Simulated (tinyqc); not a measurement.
Switching kinetics of a ferroelectric film and the memory window of a ferroelectric gate stack: one step, computed by the program tinyqc.

Fields in MV/cm; 1 microcoulomb/cm^2 over eps_0 is 11.29409 MV/cm. In the stack (metal, ferroelectric, interlayer, channel) the channel is taken as a conductor.

Question. The hysteresis loop. Saturated branches: P(E) = P_s tanh[(E -/+ E_c)/(2 delta)], delta = E_c/ln[(1 + P_r/P_s)/(1 - P_r/P_s)]; D = P + eps_0 eps_F E.

Inputs (values chosen for the exercise, for a model film): saturation polarisation P_s = 25 microcoulomb/cm^2; ratio P_r/P_s = 0.85; coercive field E_c = 1.5 MV/cm; permittivity of the ferroelectric eps_F = 43.

Give: delta; P on both branches (microcoulomb/cm^2) at E/E_c = -3, -2, -1, -0.5, 0, 0.5, 1, 1.5, 2, 3; peak differential permittivity eps_F + P_s/(2 delta eps_0).

Answer.

delta = 0.5971 MV/cm

P on both branches (microcoulomb/cm^2) at E/E_c = -3, -2, -1, -0.5, 0, 0.5, 1, 1.5, 2, 3:
```
E (MV/cm)  rising branch  falling branch
-4.50             -25.00          -24.67
-3.00             -24.97          -21.25
-1.50             -24.67            0.00
-0.75             -23.87           13.92
0.00              -21.25           21.25
0.75              -13.92           23.87
1.50                0.00           24.67
2.25               13.92           24.91
3.00               21.25           24.97
4.50               24.67           25.00
```

peak differential permittivity eps_F + P_s/(2 delta eps_0) = 279.5
